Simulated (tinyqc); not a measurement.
Plane-wave Kohn-Sham cycle with exchange-only LDA in a layered model solid, step by step. One step of it, computed by the program tinyqc.

Task: Iteration 2: levels at that k. Diagonalise the Hermitian matrix.

H (hartree):
```
           -3         -2         -1         +0         +1         +2         +3
-3   1.005654  -0.240721  -0.106317   0.000739   0.001155   0.000375  -0.000003
-2  -0.240721   0.331547  -0.240721  -0.106317   0.000739   0.001155   0.000375
-1  -0.106317  -0.240721  -0.072918  -0.240721  -0.106317   0.000739   0.001155
+0   0.000739  -0.106317  -0.240721  -0.207739  -0.240721  -0.106317   0.000739
+1   0.001155   0.000739  -0.106317  -0.240721  -0.072918  -0.240721  -0.106317
+2   0.000375   0.001155   0.000739  -0.106317  -0.240721   0.331547  -0.240721
+3  -0.000003   0.000375   0.001155   0.000739  -0.106317  -0.240721   1.005654
```

Give: eigenvalues.

Result:

eigenvalues (hartree): -0.627  -0.142  0.114  0.378  0.428  1.084  1.086
